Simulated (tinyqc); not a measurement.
Schottky barrier on an n-type semiconductor with a doping step, non-linear Poisson equation by Newton steps: two steps of the calculation.

One dimension, metal at x = 0, donor density C(x) = N1 for x < x1 and Nd beyond. Energies are counted from the electron Fermi level of the semiconductor and the conduction-band edge is Ec = -psi, so n = Nc exp(psi/Vt); holes follow the Fermi level of the metal, at -V, so p = Nv exp((V - psi - Eg)/Vt). Ends: psi(0) = V - phiB and psi = Vt ln(Nd/Nc) deep inside. Boltzmann statistics, full ionisation, no current, no image force in the Poisson equation.

Inputs (values chosen for the exercise); band and dielectric values close to those of In0.53Ga0.47As:
- T = 300 K (temperature)
- Eg = 0.742 eV (band gap)
- eps_r = 13.6 (relative permittivity)
- Nc = 2.07e17 cm^-3 (conduction-band density of states at T)
- Nv = 7.67e18 cm^-3 (valence-band density of states at T)
- Nd = 8.1e15 cm^-3 (donor density deep in the semiconductor)
- phiB = 0.52 eV (barrier height)
- V = 0.2 V (bias of the metal against the semiconductor)

Constants: q = 1.602176634e-19 C, kB = 1.380649e-23 J/K, Vt = kB T/q, eps0 = 8.8541878128e-14 F/cm where lengths are in cm. Results are converted to the units shown.

Task 1. End potentials, built-in voltage, Debye length. psi_0 = V - phiB, psi_b = Vt ln(Nd/Nc), Vbi = phiB - Vt ln(Nc/Nd), LD = sqrt(eps0 eps_r Vt/(q Nd)), W = sqrt(2 eps0 eps_r (Vbi - V)/(q Nd)), hole density at the metal p_0 = Nv exp((phiB - Eg)/Vt).

Find: psi_0; psi_b; Vbi; LD; W for uniform Nd; p_0.

Result 1.

psi_0 = -0.32000 V
psi_b = -0.083783 V
Vbi = 0.43622 V
LD = 48.977 nm
W for uniform Nd = 209.37 nm
p_0 = 1.4301e15 cm^-3

The hole density at the metal is 0.18 times Nd.

Task 2. Densities, residual and Jacobian diagonal. n_i = Nc exp(psi_i/Vt), p_i = Nv exp((V - psi_i - Eg)/Vt), rho_i = p_i - n_i + C_i, g_i = (n_i + p_i)/Vt. Box widths w_i = (h_(i-1) + h_i)/2 in cm. Residual F_i = a_i (psi_(i+1) - psi_i) - a_(i-1) (psi_i - psi_(i-1)) + q rho_i w_i; Jacobian: a_(i-1) and a_i beside the diagonal, b_i = -a_(i-1) - a_i - q g_i w_i on it. The two end nodes are fixed.

x, node 0 to 10 (nm): [0, 49, 106, 174, 252, 344, 452, 578, 726, 899, 1100]
coupling a_i, interval 0 to 9 (F/cm^2): [2.4574889e-7, 2.1125781e-7, 1.7708376e-7, 1.5438071e-7, 1.3088799e-7, 1.1149718e-7, 9.5569011e-8, 8.1362807e-8, 6.9605176e-8, 5.9908932e-8]
psi at the start, node 0 to 10 (V): [-0.32000000, -0.22237225, -0.14136334, -0.09052442, -0.08378258, -0.08378258, -0.08378258, -0.08378258, -0.08378258, -0.08378258, -0.08378258]
donor density C, node 0 to 10 (cm^-3): [2.4e15, 2.4e15, 2.4e15, 2.4e15, 2.4e15, 8.1e15, 8.1e15, 8.1e15, 8.1e15, 8.1e15, 8.1e15]

Find: n; p; residual F; diagonal b.

Result 2.

n, node 0 to 10 (cm^-3): [8.714e11, 3.804e13, 8.733e14, 6.241e15, 8.100e15, 8.100e15, 8.100e15, 8.100e15, 8.100e15, 8.100e15, 8.100e15]
p, node 0 to 10 (cm^-3): [1.430e15, 3.276e13, 1.427e12, 1.997e11, 1.538e11, 1.538e11, 1.538e11, 1.538e11, 1.538e11, 1.538e11, 1.538e11]
residual F, node 1 to 9 (in units of 1e-8 C/cm^2): [-0.484, -0.658, -1.245, -0.880, 0.000, 0.000, 0.000, 0.000, 0.000]
diagonal b, node 1 to 9 (F/cm^2): [-4.593e-7, -4.222e-7, -6.138e-7, -7.120e-7, -7.444e-7, -7.944e-7, -8.647e-7, -9.567e-7, -1.068e-6]

tinyqc, about 0.08 s, one thread, Intel Xeon 2.30GHz (shared host): `OMP_NUM_THREADS=1 python tinyqc.py 2020070 2020071 out.jsonl`
